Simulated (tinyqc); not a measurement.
Interband optics of a two-band s-p chain from momentum matrix elements: one step. Hamiltonian and velocity at one k. Two cases, with inputs chosen for the exercise.

Problem. Form H and W = dH/dk.

H(k) = [[Es - 2 ts cos ka, 2i V sin ka], [-2i V sin ka, Ep_ + 2 tp cos ka]] in the basis s, p; the lower band is full, with two electrons a cell. The velocity operator times hbar is W = dH/dk (eV angstrom); intra-atomic dipoles are left out.

Give: H; W.

Case 1.

Values chosen: a = 2.31 angstrom (period); Es = 3.43 eV (upper orbital (s)); Ep_ = -1.94 eV (lower orbital (p)); ts = 0.65 eV (s-s hopping); tp = 0.62 eV (p-p hopping); V = 1.63 eV (s-p hopping); k = 0.21 2 pi/a (wave vector).

Solution.

H (eV):
```
          s        p
s    3.1067  3.1576i
p  -3.1576i  -1.6316
```

W (eV angstrom):
```
          s        p
s    2.9087  1.8728i
p  -1.8728i  -2.7744
```

Case 2.

Values chosen: a = 2.37 angstrom (period); Es = 1.53 eV (upper orbital (s)); Ep_ = -3.6 eV (lower orbital (p)); ts = 0.63 eV (s-s hopping); tp = 0.64 eV (p-p hopping); V = 0.67 eV (s-p hopping); k = 0.34 2 pi/a (wave vector).

Solution.

H (eV):
```
          s        p
s    2.2051  1.1314i
p  -1.1314i  -4.2859
```

W (eV angstrom):
```
         s         p
s   2.5213  -1.7017i
p  1.7017i   -2.5614
```

Computed by tinyqc, one run a case: `OMP_NUM_THREADS=1 python tinyqc.py N N+1 out.jsonl` with N = 1652091, 1652153; one thread of a shared Intel(R) Xeon(R) Processor @ 2.30GHz, about 0.01 s a run at most.
